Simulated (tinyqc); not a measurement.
# MOSFET in the linear regime without short-channel effects, parameter extraction from computed curves: what changes with what

Inversion charge Q = Cox n Vt W0(exp((Vg - VT)/(n Vt))), W0 the Lambert function and n = nf; u = Q/Cox; mobility mu = mu0/(1 + th1 u + th2 u^2); channel resistance Rch = (L - dL)/(W mu Q); Id = Vd/(Rch + Rsd/W). Cox = eps0 eox/tox. Small Vd, no channel-length or drain effects.

Values chosen for this exercise; channel values of the order met in silicon transistors: temperature T = 300 K; relative permittivity of the gate insulator (close to silicon nitride) eox = 7.39; insulator thickness tox = 11 nm; low-field mobility mu0 = 290 cm^2/(V s); first mobility attenuation factor th1 = 0.35 1/V; second mobility attenuation factor th2 = 0 1/V^2; threshold voltage VT = 0.63 V; body factor nf = 1.1; gate width W = 1 um; drawn gate length L = 0.092 um; drawn less effective length dL = 0.008 um; source plus drain resistance Rsd = 550 ohm um; drain voltage Vd = 0.01 V.

Constants: q = 1.602176634e-19 C, kB = 1.380649e-23 J/K, Vt = kB T/q, eps0 = 8.8541878128e-14 F/cm where lengths are in cm. Results are converted to the units shown.

Each table varies one quantity; the others keep the values above.

## Extraction methods against the first mobility attenuation factor

From the continuous curve Id(Vg): tangent at peak gm (V_ext = Vg - Id/gm); constant current Id = 0.1 uA W/L; peak of d2Id/dVg2; Y = Id/sqrt(gm) drawn through Vg = VT + 0.6 and VT + 0.8 V, with intercept VT_Y and slope s. Mobilities gm,max L/(W Cox Vd) and s^2 L/(W Cox Vd) with the drawn L. Last column: share of Rsd/W in the total resistance at VT + 0.8 V.

Extraction methods against the first mobility attenuation factor:
```
th1 (1/V),V_ext (V),constant current (V),second derivative (V),VT_Y (V),mobility from gm (cm^2/(V s)),mobility from Y (cm^2/(V s)),series share (%)
0,0.623,0.706,0.619,0.674,200,290,44.5
0.2,0.620,0.707,0.619,0.674,193,290,41.2
0.4,0.618,0.708,0.618,0.674,186,290,38.4
0.6,0.616,0.709,0.617,0.674,181,290,36.0
0.8,0.614,0.710,0.617,0.674,176,290,33.8
1,0.613,0.711,0.616,0.674,171,290,31.9
1.2,0.611,0.712,0.615,0.674,167,290,30.2
```

What does the table show?

The model has VT = 0.63 V and mu0 = 290 cm^2/(V s). Over the table the extracted thresholds move by 12 mV (tangent), 6.1 mV (constant current), 4.0 mV (second derivative), under 0.5 mV (Y function). The mobility from gm falls from 200 to 167 and that from Y stays near 290 cm^2/(V s).

## Extraction methods against the second mobility attenuation factor

Same model as above.

Result of one run:
```
th2 (1/V^2),V_ext (V),constant current (V),second derivative (V),VT_Y (V),mobility from gm (cm^2/(V s)),mobility from Y (cm^2/(V s)),series share (%)
0.06,0.618,0.707,0.618,0.689,188,311,38.5
```

What becomes of these results when the second mobility attenuation factor th2 is changed from 0.06 to 0.3 1/V^2, all else the same?

Result of the changed run:
```
th2 (1/V^2),V_ext (V),constant current (V),second derivative (V),VT_Y (V),mobility from gm (cm^2/(V s)),mobility from Y (cm^2/(V s)),series share (%)
0.3,0.618,0.707,0.618,0.748,187,419,36.4
```

The whole series:
```
th2 (1/V^2),V_ext (V),constant current (V),second derivative (V),VT_Y (V),mobility from gm (cm^2/(V s)),mobility from Y (cm^2/(V s)),series share (%)
0,0.619,0.707,0.618,0.674,188,290,39.1
0.06,0.618,0.707,0.618,0.689,188,311,38.5
0.12,0.618,0.707,0.618,0.703,187,334,38.0
0.18,0.618,0.707,0.618,0.718,187,360,37.4
0.24,0.618,0.707,0.618,0.733,187,388,36.9
0.3,0.618,0.707,0.618,0.748,187,419,36.4
0.36,0.618,0.708,0.618,0.763,186,454,35.9
```

The model has VT = 0.63 V and mu0 = 290 cm^2/(V s). Over the table the extracted thresholds move by 0.73 mV (tangent), under 0.5 mV (constant current), under 0.5 mV (second derivative), 89 mV (Y function). The mobility from gm falls from 188 to 186 and that from Y rises from 290 to 454 cm^2/(V s).

Numbers from tinyqc (`OMP_NUM_THREADS=1 python tinyqc.py 2210055 2210056 out.jsonl`; about 0.01 s on one thread of a shared Intel Xeon 2.30GHz).
